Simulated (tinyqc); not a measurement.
# Schottky emission and Poole-Frenkel conduction in an insulator, and how to tell them apart, step by step

Numbers from tinyqc (`OMP_NUM_THREADS=1 python tinyqc.py 2370011 2370012 out.jsonl`; about 0.01 s on one thread of a shared Intel Xeon 2.30GHz). Printed values are rounded.

Schottky emission (electrode-limited): J = As T^2 exp[-(pb - b sqrt(F))/Vt], b = sqrt(q/(4 pi eps0 ei)). Poole-Frenkel emission (bulk-limited): J = s0 F exp[-(pt - 2 b sqrt(F))/Vt]. F in V/cm.

Parameters, values chosen for the exercise; dielectric values close to those of hafnium oxide: temperature T = 300 K; high-frequency relative permittivity ei = 4.57; static relative permittivity es = 22.8; trap depth pt = 0.9 eV; Poole-Frenkel prefactor s0 = 0.17 S/cm; electrode barrier pb = 0.85 eV; Richardson constant As = 50 A/(cm^2 K^2); field F = 0.8 MV/cm.

Constants: q = 1.602176634e-19 C, kB = 1.380649e-23 J/K, Vt = kB T/q, eps0 = 8.8541878128e-14 F/cm where lengths are in cm. Results are converted to the units shown.

## Both currents at one field

Lowerings b sqrt(F) and 2 b sqrt(F); the image-force maximum lies at sqrt(q/(16 pi eps0 ei F)) from the electrode.

Schottky lowering = 158.768 meV
position of the barrier top = 0.992300 nm
Poole-Frenkel lowering = 317.536 meV
J, Schottky = 1.09907e-5 A/cm^2
J, Poole-Frenkel = 2.23137e-5 A/cm^2

Injection and bulk transport act in series, so the smaller capacity limits the current: here the electrode, by a factor of 2.03.

## Which mechanism made these data

```
point  F (MV/cm)  J (A/cm^2)
0            0.9    7.817e-6
1           1.58    6.492e-5
2           2.26   0.0003523
3           2.94    0.001504
4           3.62    0.005466
```

The data come from another sample of the same dielectric, in which one mechanism alone limits the current. Fit straight lines by least squares: ln J on sqrt(F) (Schottky plot, slope b/Vt) and ln(J/F) on sqrt(F) (Poole-Frenkel plot, slope 2 b/Vt), F in V/cm, and read a permittivity from each slope. The right mechanism gives a value near ei, and in any case between ei and es.

slope of the Schottky plot = 0.00686635 (cm/V)^0.5
permittivity read as Schottky = 4.56995
slope of the Poole-Frenkel plot = 0.00541222 (cm/V)^0.5
permittivity read as Poole-Frenkel = 29.4220

Both plots are nearly straight, so straightness decides nothing. Read as Schottky the data give 4.57, which matches ei = 4.57; read as Poole-Frenkel they give 29.4, above even the static value 22.8. The data were made by Schottky emission.
